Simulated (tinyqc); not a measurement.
Sharpness of the interface: valley splitting of a silicon quantum well in envelope theory.

The well lies at 0 < z < L; U(z) = V0 [1/(1 + exp(z/w)) + 1/(1 + exp((L - z)/w))] - e F z, 1 mV/nm = 1e-4 eV/angstrom. The envelope psi solves -(c/ml) psi'' + U psi = E psi, c = hbar^2/2m0, by three-point differences on a grid of 0.1 angstrom from -40 to L + 40 angstrom. The two valleys at +/- k0 couple through D = C0 times the integral of exp(-i q z) U(z) psi^2, q = 2 k0 (2 pi/a), and split by Ev = 2|D|.

Random alloy: with Y(z) = Yw + (Yb - Yw) B(z), B the bracket in U, and in-plane density exp(-r^2/ad^2)/(pi ad^2), D gains a random complex part of variance sigma^2 = (C0^2/pi)(a^2 V0/(8 ad (Yb - Yw)))^2 (4/a) times the integral of psi^4 Y (1 - Y). Alone it gives a mean splitting sqrt(pi) sigma; together with the smooth part the rms splitting is 2 sqrt(|D|^2 + sigma^2).

Constants: hbar^2/2m0 = 3.80998211 eV angstrom^2.

Values chosen for the exercise (near those of a strained Si well in SiGe; not measured data): L = 106 angstrom (well width); V0 = 0.19 eV (conduction offset); ml = 0.906 m0 (mass along z); F = 11.1 mV/nm (field pressing towards the upper interface); k0 = 0.844 2 pi/a (valley position); a = 5.431 angstrom (lattice constant); C0 = 0.251 (Bloch overlap factor); Yb = 0.32 (Ge share of the barrier); Yw = 0.02 (Ge share of the well); ad = 100 angstrom (dot radius); ws = (0.2, 0.5, 1.1, 1.3, 1.9, 2.6, 4.8) angstrom (interface widths).

The smooth part 2|D| and the disorder part against w, beside y/sinh(y) with y = pi q w. The 12 to 88 % width of the step is 4w.

Results:
```
w (angstrom),4w (angstrom),2|D| (micro-eV),y/sinh(y),sqrt(pi) sigma (micro-eV)
0.2,0.8,224.72,0.79,115.7
0.5,2.0,82.97,0.29,115.9
1.1,4.4,4.84,0.016,116.6
1.3,5.2,1.72,0.0055,116.9
1.9,7.6,0.07,0.00020,118.1
2.6,10.4,0.00,3.8e-06,119.8
4.8,19.2,0.00,9.6e-12,126.0
```

What does the comparison show?

The smooth part needs a Fourier component of U psi^2 at a wavelength of 3.22 angstrom; from the first row to the third it falls by a factor 46.4, while y/sinh(y) falls by 49.7 (the envelope near the step and the phase between the two interfaces change too). The disorder part goes from 115.7 to 126.0 micro-eV. It takes over between w = 0.2 and 0.5 angstrom, that is a step 0.8 to 2.0 angstrom wide, with 1.36 angstrom to an atomic layer.

Program tinyqc; command `OMP_NUM_THREADS=1 python tinyqc.py 1251972 1251973 out.jsonl`; about 0.07 s on one thread of a shared Intel(R) Xeon(R) Processor @ 2.30GHz.
